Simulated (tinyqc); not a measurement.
Inside a calculation. Method: CIS on RHF in the sto-3g basis, for HeH+, spin multiplicity 1. One step of it, computed by the program tinyqc.

Question. Iteration 11 (converged): orbitals. Diagonalise F' = X^T F X, C = X C', fill 1 alpha and 1 beta electrons from the bottom; D = 2 C_occ C_occ^T. Each column has its largest component positive (the first on a tie).

converged F (hartree), order 1He 1s, 2H 1s:
```
[[-1.419556, -0.693084],
 [-0.693084, -0.623162]]
```

X, order 1He 1s, 2H 1s:
```
[[1.054951, -0.198597],
 [-0.198597, 1.054951]]
```

Give: F' = X^T F X; orbital energies; coefficients C; D after iteration 11.

Answer.

F' = X^T F X (hartree):
```
[[-1.3140, -0.3707],
 [-0.3707, -0.4591]]
```

orbital energies (hartree): [-1.4524, -0.3207]

coefficients C, order 1He 1s, 2H 1s:
```
[[0.9189, -0.5549],
 [0.1828, 1.0578]]
```

D after iteration 11, order 1He 1s, 2H 1s:
```
[[1.6888, 0.3360],
 [0.3360, 0.0668]]
```
